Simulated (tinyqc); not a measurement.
Towards the loss of the bound state: donor level screened by free carriers (Yukawa potential).

Potential -(q/(eps r)) exp(-ks r), q = e^2/(4 pi eps0). In units Ry* = Ry m/eps^2 and a* = a0 eps/m the problem is [-Laplacian - 2 exp(-x r)/r] psi = E psi with x = ks a*.

Converged values use 18 functions exp(-z r), z = 1.55^i, i = -11 to 6: S = 2/A^3, H = z_i z_j S - 2/(A + x)^2, A = z_i + z_j.

Parameters, chosen for this exercise (out of a larger set: near those of a donor in Si, with one mean mass; not measured data): xs = (0.02, 0.14, 0.28, 0.49, 0.65, 0.85, 1.08) (values of x).

First order (-1 + 2x), one-parameter (minimum of z^2 - 8 z^3/(2z + x)^2) and converged 1s energies in Ry*, and the mean radius in a*; a dash marks an unbound result.

Results:
```
x     first order  trial function  converged   <r>
0.02      -0.9600         -0.9606    -0.9606  1.50
0.14      -0.7200         -0.7470    -0.7471  1.53
0.28      -0.4400         -0.5408    -0.5413  1.59
0.49      -0.0200         -0.3025    -0.3055  1.79
0.85            -         -0.0528    -0.0674  2.80
1.08            -               -    -0.0068  6.93
```

Give the missing row, x = 0.65.

Computed row:
```
x     first order  trial function  converged   <r>
0.65            -         -0.1691    -0.1761  2.07
```

First order loses the state at x = 0.5, the trial function reaches zero energy at x = 1.00, and the exact limit is 1.19. The radius starts at 1.5 a*, grows slowly at first (1.59 at x = 0.28), then steadily, and swells towards the end (6.9 at 1.08), where a single exponential fails: the binding vanishes as the square of the distance from 1.19.

Run: tinyqc, `OMP_NUM_THREADS=1 python tinyqc.py 1281232 1281233 out.jsonl`; Intel(R) Xeon(R) Processor @ 2.30GHz, one thread, shared host; about 0.01 s of CPU time with all checks.
